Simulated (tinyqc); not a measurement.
Modulation-doped quantum well, Poisson-Schroedinger loop: two steps of the calculation.

A well of width L centred at z = 0 between barriers Vb; effective-mass electrons, parabolic bands. The electrons come from donor sheets outside the mesh, a share fL of Ns on the left and the rest on the right, so the structure is neutral. Energies are counted from the band edge of the well, with U = 0 on the first node in the Hartree part.

Inputs (values chosen for the exercise); material values close to those of GaN in AlGaN: relative permittivity (all layers) eps_r = 9.45; mesh step hz = 1 nm; sheet density of electrons Ns = 1.5e12 cm^-2; share of the donors on the left side fL = 1; mixing factor a = 0.5.

Constants: q = 1.602176634e-19 C, hbar = 1.054571817e-34 J s, m0 = 9.1093837015e-31 kg, eps0 = 8.8541878128e-14 F/cm where lengths are in cm, hbar^2/(2 m0) = 0.0380998212 eV nm^2. Results are converted to the units shown.

Task 1. Levels and probability densities. Tridiagonal Hamiltonian with psi = 0 one step beyond both ends: H_ii = C (1/m_(i-1/2) + 1/m_(i+1/2))/hz^2 + V0_i + U_i, H_(i,i+1) = -C/(m_(i+1/2) hz^2), C = hbar^2/(2 m0). The lowest 3 level(s) are kept, normalised to hz sum |psi|^2 = 1.

| node | fixed potential V0 (eV) | self-consistent potential U at the start (eV) |
|---|---|---|
| 1 | 0.39700000 | 0 |
| 2 | 0.39700000 | 0 |
| 3 | 0.39700000 | 0 |
| 4 | 0.00000000 | 0 |
| 5 | 0.00000000 | 0 |
| 6 | 0.00000000 | 0 |
| 7 | 0.00000000 | 0 |
| 8 | 0.00000000 | 0 |
| 9 | 0.00000000 | 0 |
| 10 | 0.00000000 | 0 |
| 11 | 0.00000000 | 0 |
| 12 | 0.39700000 | 0 |
| 13 | 0.39700000 | 0 |
| 14 | 0.39700000 | 0 |

mass on the intervals 1/2, 3/2, ... (mean of both at an interface) (m0): [0.251, 0.251, 0.251, 0.223, 0.195, 0.195, 0.195, 0.195, 0.195, 0.195, 0.195, 0.223, 0.251, 0.251, 0.251]

Find: levels; |psi|^2 of E1; |psi|^2 of E2; |psi|^2 of E3.

Result 1.

levels (eV): E1 0.0190, E2 0.0751, E3 0.1644

| node | \|psi\|^2 of E1 (1/nm) | \|psi\|^2 of E2 (1/nm) | \|psi\|^2 of E3 (1/nm) |
|---|---|---|---|
| 1 | 0.0000 | 0.0000 | 0.0002 |
| 2 | 0.0002 | 0.0007 | 0.0021 |
| 3 | 0.0028 | 0.0105 | 0.0225 |
| 4 | 0.0417 | 0.1317 | 0.1991 |
| 5 | 0.1006 | 0.2036 | 0.1088 |
| 6 | 0.1593 | 0.1339 | 0.0041 |
| 7 | 0.1955 | 0.0196 | 0.1633 |
| 8 | 0.1955 | 0.0196 | 0.1633 |
| 9 | 0.1593 | 0.1339 | 0.0041 |
| 10 | 0.1006 | 0.2036 | 0.1088 |
| 11 | 0.0417 | 0.1317 | 0.1991 |
| 12 | 0.0028 | 0.0105 | 0.0225 |
| 13 | 0.0002 | 0.0007 | 0.0021 |
| 14 | 0.0000 | 0.0000 | 0.0002 |

Task 2. Density, output potential and mixing. n_i = sum_k N_k |psi_k|^2 (converted to cm^-3). Hartree part by Gauss: on the interval after node i the enclosed sheet charge is S_i = fL Ns - hz sum_(j<=i) n_j, and U_(i+1) = U_i + q S_i hz/(eps0 eps_r) in eV, U_1 = 0. Mixing: U(new) = U + a (U(out) - U).

| node | z (nm) | self-consistent potential U at the start (eV) | \|psi\|^2 of E1 (1/nm) | \|psi\|^2 of E2 (1/nm) | \|psi\|^2 of E3 (1/nm) |
|---|---|---|---|---|---|
| 1 | -6.5 | 0 | 0.00000750 | 0.00004111 | 0.00017059 |
| 2 | -5.5 | 0 | 0.00015126 | 0.00069787 | 0.00212857 |
| 3 | -4.5 | 0 | 0.00275448 | 0.01049368 | 0.02247242 |
| 4 | -3.5 | 0 | 0.04173470 | 0.13174045 | 0.19908345 |
| 5 | -2.5 | 0 | 0.10057527 | 0.20357041 | 0.10878487 |
| 6 | -1.5 | 0 | 0.15927060 | 0.13388414 | 0.00410439 |
| 7 | -0.5 | 0 | 0.19550619 | 0.01957234 | 0.16325570 |
| 8 | 0.5 | 0 | 0.19550619 | 0.01957234 | 0.16325570 |
| 9 | 1.5 | 0 | 0.15927060 | 0.13388414 | 0.00410439 |
| 10 | 2.5 | 0 | 0.10057527 | 0.20357041 | 0.10878487 |
| 11 | 3.5 | 0 | 0.04173470 | 0.13174045 | 0.19908345 |
| 12 | 4.5 | 0 | 0.00275448 | 0.01049368 | 0.02247242 |
| 13 | 5.5 | 0 | 0.00015126 | 0.00069787 | 0.00212857 |
| 14 | 6.5 | 0 | 0.00000750 | 0.00004111 | 0.00017059 |

N_k (cm^-2): E1 1.2994371e12, E2 1.9414406e11, E3 6.4188497e9

Give: n; U(out); U after round 1.

Result 2.

| node | n (1e18 cm^-3) | U(out) (eV) | U after round 1 (eV) |
|---|---|---|---|
| 1 | 0.0002 | 0.00000 | 0.000000 |
| 2 | 0.0035 | 0.02872 | 0.014361 |
| 3 | 0.0576 | 0.05744 | 0.028719 |
| 4 | 0.8109 | 0.08604 | 0.043021 |
| 5 | 1.7091 | 0.11310 | 0.056548 |
| 6 | 2.3298 | 0.13687 | 0.068437 |
| 7 | 2.5890 | 0.15619 | 0.078097 |
| 8 | 2.5890 | 0.17055 | 0.085277 |
| 9 | 2.3298 | 0.17996 | 0.089979 |
| 10 | 1.7091 | 0.18490 | 0.092451 |
| 11 | 0.8109 | 0.18657 | 0.093286 |
| 12 | 0.0576 | 0.18669 | 0.093344 |
| 13 | 0.0035 | 0.18670 | 0.093348 |
| 14 | 0.0002 | 0.18670 | 0.093348 |

Numbers from tinyqc (`OMP_NUM_THREADS=1 python tinyqc.py 2140048 2140049 out.jsonl`; about 0.2 s on one thread of a shared Intel Xeon 2.30GHz).
